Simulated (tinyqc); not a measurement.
# Changing the test frequency f

Model: admittance spectroscopy and thermally stimulated current of one trap level in a depletion layer. Computed by tinyqc, a small Python program. Command: `OMP_NUM_THREADS=1 python tinyqc.py 3110018 3110019 out.jsonl admit sweep`. One thread of a shared host (Intel(R) Xeon(R) Processor @ 2.30GHz), about 0.01 s of CPU time with the checks.

A Schottky junction on n-type material holds one donor-like electron trap; shallow donors are fully ionised and abrupt depletion edges are assumed.

Inputs (values chosen for the exercise, modelled on n-type 4H-SiC):
```
quantity                         value    unit
dielectric constant eps            9.7       -
density-of-states mass m         0.747     m_0
shallow doping N                 2e+16  1/cm^3
trap density N_t               7.8e+14  1/cm^3
trap depth E_t below the band     0.17      eV
capture cross section sigma      1e-14    cm^2
band bending V_b                   1.1       V
```

Constants: k_B = 1.380649e-23 J/K; m_0 = 9.1093837015e-31 kg; h = 6.62607015e-34 J s; k_B = 8.617333262e-05 eV/K; eps_0 = 8.8541878128e-12 F/m; e = 1.602176634e-19 C.

Method:
- N_c = 2 (2 pi m k_B T/h^2)^(3/2), v_th = sqrt(3 k_B T/m), emission rate e_n = sigma v_th N_c exp(-E_t/(k_B T)).
- Where the level crosses the Fermi level capture equals emission, so the trap follows the signal with the rate 2 e_n; G/omega peaks at omega = 2 e_n (the correction for large N_t/N is left out).
- Solve 2 e_n(T_p) = 2 pi f.
- With E_c - E_F = k_B T_p ln(N_c/N): lambda = sqrt(2 eps eps_0 (E_t - (E_c - E_F))/(e^2 N)); traps are empty and charged for x < x_t = w - lambda, and V_b = e (N w^2 + N_t x_t^2)/(2 eps eps_0). High frequency: C_hf = eps eps_0/w. Low frequency: C_lf = eps eps_0 (N + N_t)/(N w + N_t x_t).

One run for each value; columns: (1) test frequency f (Hz); (2) peak temperature T_p (K); (3) step (C_lf - C_hf)/C_hf; (4) E_c - E_F = k_B T_p ln(N_c/N) (eV); (5) lambda (nm):
```
(1)          (2)       (3)       (4)     (5)
1.00e+01   87.65  0.013352  0.036645  84.549
7.00e+01   95.19  0.013141  0.040809  83.219
5.00e+02  104.16  0.012880  0.045870  81.572
4.00e+03  115.58  0.012533  0.052454  79.380
3.00e+04  129.15  0.012096  0.060463  76.628
2.00e+05  144.96  0.011554  0.070029  73.205
1.00e+06  161.49  0.010944  0.080272  69.354
1.00e+07  192.24  0.009671  0.099889  61.306
```

What does the table show?

Over the rows, peak temperature T_p (K) rises from 87.7 to 192 (exponent d ln y / d ln x 0.042 between the first rows and 0.076 between the last); step (C_lf - C_hf)/C_hf falls from 0.0134 to 0.00967 (exponent d ln y / d ln x -0.0082 between the first rows and -0.054 between the last); E_c - E_F = k_B T_p ln(N_c/N) (eV) rises from 0.0366 to 0.0999 (exponent d ln y / d ln x 0.055 between the first rows and 0.095 between the last).

Caution (rows 10.0): at so low a temperature shallow donors may freeze out, which gives a step of its own.

Extremes, crossings and ranges named in words are read from the listed rows.
